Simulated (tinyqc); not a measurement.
Swing of the coupled dose with resist thickness: standing waves and exposure in a photoresist film.

Normal incidence from air. Unexposed resist: N1 = n1 + i k1 with k1 = (A + B) lam/(4 pi), lam in micrometres. r01 = (1 - N1)/(1 + N1), t01 = 2/(1 + N1). Substrate Ns = ns + i ks: r12 = (N1 - Ns)/(N1 + Ns). With p = exp(2 pi i N1 d/lam), the field at depth z is E(z) = t01 [exp(2 pi i N1 z/lam) + r12 p^2 exp(-2 pi i N1 z/lam)]/(1 + r01 r12 p^2), the relative intensity I(z) = n1 |E(z)|^2 and the reflectance R = |(r01 + r12 p^2)/(1 + r01 r12 p^2)|^2.

Parameters, chosen for this exercise (a resist on Si, indices near tabulated ones; the results hold for these values, not for the real material): lam = 365 nm (vacuum wavelength); n1 = 1.704 (resist index); A = 0.87 1/micrometre (bleachable absorption (Dill A)); B = 0.08 1/micrometre (fixed absorption (Dill B)); d = 841 nm (resist thickness); ns = 6.622 (substrate n); ks = 2.673 (substrate k).

The mean of I is taken over 800 depths; the relative dose to clear is taken as 1/(mean of I over the lowest period, 60 depths), scaled to 1 in the first row.

Swing:

| d (nm) | R | mean I | relative dose |
|---|---|---|---|
| 841.0 | 0.2298 | 0.6875 | 1.000 |
| 858.9 | 0.2526 | 0.6559 | 1.041 |
| 876.7 | 0.1752 | 0.7128 | 0.956 |
| 894.6 | 0.0452 | 0.8157 | 0.845 |
| 912.4 | 0.0059 | 0.8417 | 0.835 |
| 930.3 | 0.1057 | 0.7495 | 0.953 |
| 948.1 | 0.2092 | 0.6540 | 1.095 |
| 966.0 | 0.2307 | 0.6267 | 1.138 |
| 983.8 | 0.1586 | 0.6760 | 1.055 |
| 1001.7 | 0.0405 | 0.7626 | 0.945 |
| 1019.5 | 0.0056 | 0.7833 | 0.937 |
| 1037.4 | 0.0958 | 0.7053 | 1.056 |
| 1055.2 | 0.1914 | 0.6231 | 1.201 |

What does the comparison show, and why?

The period is 107.1 nm, six rows. The relative dose swings between 0.835 and 1.201, a ratio (max - min)/mean of 0.364, against the estimate 4 sqrt(|r01|^2 |r12|^2) exp(-(A + B) d) = 0.299 for the oscillating part alone; the ratio from the table also holds the slow rise from absorption, 20.1 % over two periods, so the two are not strictly comparable. The dose is least sensitive to thickness at an extremum; the lowest dose listed is at 912.4 nm.

Run: tinyqc, `OMP_NUM_THREADS=1 python tinyqc.py 1680015 1680016 out.jsonl`; Intel(R) Xeon(R) Processor @ 2.30GHz, one thread, shared host; about 0.01 s of CPU time with all checks.
